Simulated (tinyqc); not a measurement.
What moves the results: deep level as a short-range spherical well. A value that a table varies takes the place of the one given here.

A spherical well of radius R and depth V0 below the conduction edge, one mass m, c = hbar^2/2m0. The s level at binding Et solves k cot(k R) = -kappa with k = sqrt(m (V0 - Et)/c), kappa = sqrt(m Et/c); it exists for V0 > Vc = c (pi/2R)^2/m. Outside, psi falls as exp(-kappa r)/r.

Lucovsky model (delta well, plane-wave final states, no local-field factor): sigma = (32 pi alpha c/(3 n_r m Et)) (x - 1)^(3/2)/x^3, x = h nu/Et, c = hbar^2/2m0; 1 angstrom^2 = 1e-16 cm^2.

Constants: hbar^2/2m0 = 3.80998211 eV angstrom^2; fine-structure constant alpha = 0.007297352564; e^2/(4 pi eps0) = 14.39964547 eV angstrom; kB = 8.617333262e-05 eV/K.

Inputs chosen for the exercise (near those of InP; not measured data):
- R = 3 angstrom (radius of the well)
- m = 0.078 m0 (mass)
- fV = (1.02, 1.15, 1.23, 1.74, 1.98, 2.95, 6.04) (V0/Vc)
- n_r = 3.02 (refractive index)
- xs = (1.11, 1.3, 1.37, 1.84, 2.13, 2.84, 4.78, 8.68) (photon energies h nu/Et)
- eps = 12.6 (static dielectric constant)
- T = 350 K (temperature)
- Fs = (2, 10, 30, 70, 150, 300) kV/cm (fields)

## From threshold to a deep level

Et against the depth at fixed R; near threshold Et = (pi^2/16)(V0 - Vc)^2/Vc.

Results:

| V0/Vc | V0 (eV) | Et (eV) | threshold form (eV) | 1/kappa (angstrom) | share outside |
|---|---|---|---|---|---|
| 1.02 | 13.659 | 0.003256 | 0.003304 | 122.5 | 0.976 |
| 1.15 | 15.400 | 0.1676 | 0.1859 | 17.1 | 0.841 |
| 1.23 | 16.471 | 0.3746 | 0.4370 | 11.4 | 0.774 |
| 1.74 | 23.301 | 2.966 | 4.523 | 4.1 | 0.502 |
| 1.98 | 26.515 | 4.695 | 7.933 | 3.2 | 0.426 |
| 2.95 | 39.505 | 13.41 | 31.41 | 1.9 | 0.257 |
| 6.04 | 80.884 | 48.23 | 209.8 | 1.0 | 0.101 |

What does this show, and why?

The threshold form holds to 10 % up to V0/Vc = 1.02 of those listed. There the state is mostly outside the well (98 % in the first row) and knows only Et, which is why a delta-well model works; more than half is inside from V0/Vc = 1.98 on. A second s level would need V0/Vc > 9. From V0/Vc = 1.74 on Et exceeds the gap of the host, about 1.35 eV, so those rows only show the model.

## Neutral against charged centre

Et = 0.24007 eV

Lucovsky cross-section, its shape relative to the peak, and the shape of a hydrogen-like centre relative to threshold: x^-4 exp(4 - 4 atan(e)/e)/(1 - exp(-2 pi/e)), e = sqrt(x - 1).

Results:

| x | h nu (eV) | sigma (1e-18 cm^2) | relative to peak | hydrogen-like |
|---|---|---|---|---|
| 1.11 | 0.266 | 43.9 | 0.213 | 0.756 |
| 1.30 | 0.312 | 123 | 0.598 | 0.492 |
| 1.37 | 0.329 | 144 | 0.700 | 0.426 |
| 1.84 | 0.442 | 204 | 0.989 | 0.187 |
| 2.13 | 0.511 | 205 | 0.994 | 0.123 |
| 2.84 | 0.682 | 180 | 0.872 | 0.054 |
| 4.78 | 1.148 | 111 | 0.538 | 0.011 |
| 8.68 | 2.084 | 53.6 | 0.260 | 0.002 |

What does this show?

The short-range centre starts from zero, reaches half its peak at x = 1.24 and peaks at x = 2; in the last row it still has 26 % of the peak. The Coulomb centre is largest at threshold and is down to 0.2 % there. Reading the peak as the threshold would misplace the level by a factor 2, here 0.24 eV. Rows above the gap, about 1.35 eV, are hidden by band-to-band absorption.

## Emission in a field

Barrier lowering for a charged centre (Poole-Frenkel) is 2 sqrt(q e F/eps), q = e^2/(4 pi eps0), and for the neutral well e F R; the one-dimensional enhancement is exp(lowering/kB T). 1 kV/cm = 1e-5 V/angstrom; tunnelling is left out.

Results:

| F (kV/cm) | lowering, charged (meV) | enhancement | saddle at (angstrom) | lowering, neutral (meV) | enhancement |
|---|---|---|---|---|---|
| 2 | 9.6 | 1.37 | 239 | 0.06 | 1.002 |
| 10 | 21.4 | 2.03 | 107 | 0.30 | 1.010 |
| 30 | 37.0 | 3.41 | 62 | 0.90 | 1.030 |
| 70 | 56.6 | 6.52 | 40 | 2.10 | 1.072 |
| 150 | 82.8 | 15.6 | 28 | 4.50 | 1.161 |
| 300 | 117.1 | 48.6 | 20 | 9.00 | 1.348 |

How do the results move?

At 300 kV/cm the charged centre emits 48.6 times faster and the neutral one 1.35 times: the logarithm of the enhancement is linear in sqrt(F) for the first and in F for the second, which tells the charge state. The largest lowering is 49 % of Et.

Computed by tinyqc, a small Python program: `OMP_NUM_THREADS=1 python tinyqc.py 1280123 1280124 out.jsonl` (the numbers bound the seed that draws the inputs); one thread of a shared host (Intel(R) Xeon(R) Processor @ 2.30GHz), about 0.01 s for the whole set of steps.
